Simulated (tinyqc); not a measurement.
From results back to parameters: sp3s* tight binding. Three cases, with inputs chosen for the exercise.

Problem. For a crystal of one element and without spin-orbit coupling the levels at Gamma are Es -/+ |Vss| and Ep -/+ Vxx, and the upper valence level at X is Ep - Vxy. The levels below come from hidden parameters.

Case 1.

s levels at Gamma (eV): -27.2950  18.1530

p levels at Gamma (eV): -0.0560  7.7320

upper valence level at X = -7.6800 eV

Case 2.

s levels at Gamma (eV): -12.6460  0.9620

p levels at Gamma (eV): -0.0070  3.2270

upper valence level at X = -3.3030 eV

Case 3.

s levels at Gamma (eV): -27.2170  18.1030

p levels at Gamma (eV): -0.0050  7.6690

upper valence level at X = -7.8120 eV

Find: Es, |Vss|, Ep, Vxx, Vxy.

Solution. Means give the levels and half the splittings give the couplings; Vxy = Ep - E(X).

Case 1.

Es, |Vss|, Ep, Vxx, Vxy (eV): -4.571  22.724  3.838  3.894  11.518

Case 2.

Es, |Vss|, Ep, Vxx, Vxy (eV): -5.842  6.804  1.610  1.617  4.913

Case 3.

Es, |Vss|, Ep, Vxx, Vxy (eV): -4.557  22.660  3.832  3.837  11.644

Computed by tinyqc, one run a case: `OMP_NUM_THREADS=1 python tinyqc.py N N+1 out.jsonl` with N = 1450853, 1450937, 1450961; one thread of a shared Intel(R) Xeon(R) Processor @ 2.30GHz, about 0.1 s a run at most.
